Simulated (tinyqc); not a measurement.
# Threshold-voltage variability of a planar MOSFET, analytic estimates: what changes with what

Three independent sources add in quadrature: random dopants in the depleted layer, metal-gate grains of two orientations, and roughness of the two gate edges acting through the roll-off VT = VT(long) - Vr exp(-L/l). These are first-order estimates: no three-dimensional electrostatics, no percolation.

Parameters, values chosen for the exercise; material values close to those of germanium:

| symbol | value | unit | meaning |
|---|---|---|---|
| T | 300 | K | temperature |
| Eg | 0.669 | eV | band gap |
| eps_r | 16.3 |  | relative permittivity of the semiconductor |
| Nc | 1.05e19 | cm^-3 | conduction-band density of states at T |
| Nv | 6.09e18 | cm^-3 | valence-band density of states at T |
| Na | 2.4e18 | cm^-3 | channel doping |
| ti | 1.4 | nm | oxide-equivalent thickness in inversion |
| L | 20 | nm | gate length |
| W | 37 | nm | gate width |
| G | 4 | nm | metal grain size |
| dW | 0.3 | eV | work-function difference of the two grain orientations |
| p | 0.6 |  | share of the orientation of higher work function |
| De | 2 | nm | rms roughness of one gate edge |
| La | 10 | nm | correlation length of the roughness |
| l | 5.1 | nm | decay length of the threshold roll-off |
| Vr | 2.1 | V | prefactor of the roll-off |

Constants: q = 1.602176634e-19 C, kB = 1.380649e-23 J/K, Vt = kB T/q, eps0 = 8.8541878128e-14 F/cm where lengths are in cm. Results are converted to the units shown.

Each table varies one quantity; the others keep the values above.

## Effect of the correlation length of the roughness

ni = sqrt(Nc Nv) exp(-Eg/(2 Vt)), Eg in volts; Cox = 3.9 eps0/ti; Wd = sqrt(4 eps0 eps_r Vt ln(Na/ni)/(q Na)); dopants: s1 = (q/Cox) sqrt(Na Wd/(3 L W)). Grains: Ng = L W/G^2 (at least 1), s2 = dW sqrt(p (1 - p)/Ng). Edges, with exponential correlation and u = W/La: the mean gate length has sL^2 = 2 De^2 (2/u)[1 - (1 - exp(-u))/u]; s3 = sL (Vr/l) exp(-L/l). s = sqrt(s1^2 + s2^2 + s3^2). l and Vr are held fixed.

The same in every row: s1 (mV) = 31.20; s2 (mV) = 21.61.

Effect of the correlation length of the roughness:
```
La (nm),s3 (mV),s (mV),s sqrt(L W) (mV um)
2,7.378,38.66,1.052
5,11.16,39.56,1.076
10,14.56,40.65,1.106
20,17.70,41.88,1.139
40,20.00,42.90,1.167
80,21.42,43.58,1.186
160,22.22,43.98,1.196
```

What does the table show?

As La goes from 2 to 160 nm, s rises from 38.7 to 44.0 mV. The dopants are the largest source in the first and the last row. The edge term s3 rises from 7.38 to 22.2 mV: a longer correlation averages out less along the width. In every row the depletion depth exceeds L, so source and drain share much of the charge and s1 is rough.

## Effect of the gate width

Same model as above.

l and Vr are held fixed.

Effect of the gate width:
```
W (nm),s1 (mV),s2 (mV),s3 (mV),s (mV),s sqrt(L W) (mV um)
12,54.79,37.95,19.25,69.37,1.075
20,42.44,29.39,17.38,54.47,1.089
33,33.04,22.88,15.11,42.94,1.103
53,26.07,18.06,12.77,34.19,1.113
86,20.47,14.17,10.46,27.00,1.120
140,16.04,11.11,8.403,21.24,1.124
230,12.51,8.668,6.654,16.61,1.127
370,9.867,6.834,5.291,13.12,1.128
```

As W goes from 12 to 370 nm, s falls from 69.4 to 13.1 mV. The dopants are the largest source in the first and the last row. The product s sqrt(L W) rises from 1.07 to 1.13 mV um: s1 and s2 go as 1/sqrt(L W), so the change comes from s3 alone. In every row the depletion depth exceeds L, so source and drain share much of the charge and s1 is rough.

## Effect of the metal grain size

Same model as above.

l and Vr are held fixed.

The same in every row: s1 (mV) = 31.20; s3 (mV) = 14.56.

Effect of the metal grain size:
```
G (nm),s2 (mV),s (mV),s sqrt(L W) (mV um)
2,10.81,36.09,0.9816
3,16.21,38.05,1.035
5,27.01,43.76,1.190
7,37.82,51.14,1.391
10,54.03,64.06,1.743
14,75.64,83.11,2.261
20,108.1,113.4,3.085
```

What does the table show?

As G goes from 2 to 20 nm, s rises from 36.1 to 113 mV. The largest source is the dopants in the first row and the grains in the last. For G = 14 to 20 nm the gate holds under four grains, so the work function takes a few discrete values. In every row the depletion depth exceeds L, so source and drain share much of the charge and s1 is rough.

## Effect of the channel doping

Same model as above.

l and Vr are held fixed.

The same in every row: s2 (mV) = 21.61; s3 (mV) = 14.56.

Results:
```
Na (cm^-3),s1 (mV),s (mV),s sqrt(L W) (mV um)
1.5e17,14.58,29.86,0.8123
2.6e17,16.99,31.10,0.8461
4.7e17,19.99,32.84,0.8934
8.2e17,23.29,34.95,0.9507
2.6e18,31.89,41.18,1.120
4.5e18,36.99,45.25,1.231
8e18,43.20,50.45,1.372
```

Estimate the missing row, Na = 1.5e18 cm^-3.

Computed row:
```
Na (cm^-3),s1 (mV),s (mV),s sqrt(L W) (mV um)
1.5e18,27.46,37.85,1.030
```

With this row back in the table: As Na goes from 1.5e17 to 8e18 cm^-3, s rises from 29.9 to 50.5 mV. The largest source is the grains in the first row and the dopants in the last. s1 goes on average as Na^(0.27), near the 1/4 expected from Na Wd. At Na = 1.5e17 cm^-3 the depleted region holds under ten dopants, so their spread is not Gaussian. For Na = 1.5e17 to 2.6e18 cm^-3 the depletion depth exceeds L, so source and drain share much of the charge and s1 is rough.

Computed by the program tinyqc: `OMP_NUM_THREADS=1 python tinyqc.py 2090032 2090033 out.jsonl`, one thread of a shared Intel Xeon 2.30GHz, about 0.01 s for the whole run.
